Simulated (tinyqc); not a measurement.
Inputs raised by 2 %, one at a time: two coupled magnetic layers: synthetic antiferromagnet, spin flop, exchange bias and magnetoresistance. Computed by tinyqc, a small Python program. Command: `OMP_NUM_THREADS=1 python tinyqc.py 3006381 3006382 out.jsonl saf sens`. One thread of a shared host (Intel(R) Xeon(R) Processor @ 2.30GHz), about 0.9 s of CPU time with the checks.

Moments lie in the plane at the angles p1, p2 from the field. Energy per area: E = J1 cos(p1 - p2) + J2 cos^2(p1 - p2) - B M_s (t1 cos p1 + t2 cos p2) + K (t1 sin^2 p1 + t2 sin^2 p2).

Inputs (values chosen for the exercise, for a model stack):
```
quantity                         value    unit
saturation magnetisation M_s      1030    kA/m
thickness t1                       4.5      nm
thickness t2                       3.9      nm
antiferromagnetic coupling J1     0.37  mJ/m^2
biquadratic coupling J2              0  mJ/m^2
in-plane anisotropy K             0.75  kJ/m^3
field over the saturation field   0.75       -
```

Field direction: along the easy axis.

Method:
- The parallel state is stable while the Hessian at p1 = p2 = 0 is positive: with c = J1 + 2 J2 and u = B M_s + 2K, (u t1 - c)(u t2 - c) > c^2, so B_sat M_s = c (1/t1 + 1/t2) - 2K. B_K = 2K/M_s.
- With p1 = 0, p2 = 180 degrees and c2 = J1 - 2 J2 the Hessian is [[c2 + t1 (2K + b), -c2], [-c2, c2 + t2 (2K - b)]], b = B M_s; its determinant vanishes at the positive root of t1 t2 b^2 - c2 (t1 - t2) b - [2K c2 (t1 + t2) + 4 K^2 t1 t2] = 0.
- The lowest minimum of E over both angles (from five starts; of two mirror images the one with p1 >= 0, and for equal layers |p1| <= |p2|).

Runs; columns: (1) input moved; (2) from; (3) to; (4) saturation field B_sat (mT); (5) stability limit B_sf of the antiparallel state (mT); (6) m/m_sat along B; (7) energy (mJ/m^2):
```
(1)                                      (2)     (3)     (4)     (5)      (6)       (7)
base run                                   -       -  170.48  23.176  0.74993  -0.78235
saturation magnetisation M_s (kA/m)     1030  1050.6  167.14  22.722  0.74993  -0.78235
thickness t1 (nm)                        4.5    4.59  168.91  24.191  0.74991  -0.78400
thickness t2 (nm)                        3.9   3.978  168.67  21.890  0.74995  -0.78072
antiferromagnetic coupling J1 (mJ/m^2)  0.37  0.3774  173.92  23.490  0.74993  -0.79819
in-plane anisotropy K (kJ/m^3)          0.75   0.765  170.45  23.325  0.74993  -0.78215
field over the saturation field         0.75   0.765  170.48  23.176  0.76493  -0.79910
```

Exponents ln(y'/y) / ln(x'/x):
```
input                            saturation field B_sat  stability limit B_sf of the antiparallel state  m/m_sat along B  energy
saturation magnetisation M_s                     -1.000                                          -1.000            0.000   0.000
thickness t1                                     -0.466                                           2.163           -0.001   0.107
thickness t2                                     -0.538                                          -2.883            0.001  -0.105
antiferromagnetic coupling J1                     1.008                                           0.678            0.000   1.012
in-plane anisotropy K                            -0.009                                           0.323            0.000  -0.013
field over the saturation field                   0.000                                           0.000            1.001   1.070
```

Which inputs matter most for each result?

Among the inputs moved here: saturation field B_sat answers most in size to antiferromagnetic coupling J1 (exponent +1.008), and about equally to saturation magnetisation M_s (-1.000); its exponent is below 0.0005 for field over the saturation field. Its exponent -1.000 in saturation magnetisation M_s: energy per area over moment per area. Its exponent +1.008 in antiferromagnetic coupling J1: coupling rules over anisotropy. Stability limit B_sf of the antiparallel state answers most in size to thickness t2 (exponent -2.883), next to thickness t1 (+2.163); its exponent is below 0.0005 for field over the saturation field. m/m_sat along B answers most in size to field over the saturation field (exponent +1.001); its exponent is below 0.0005 for saturation magnetisation M_s, antiferromagnetic coupling J1, in-plane anisotropy K. energy answers most in size to field over the saturation field (exponent +1.070), next to antiferromagnetic coupling J1 (+1.012); its exponent is below 0.0005 for saturation magnetisation M_s.
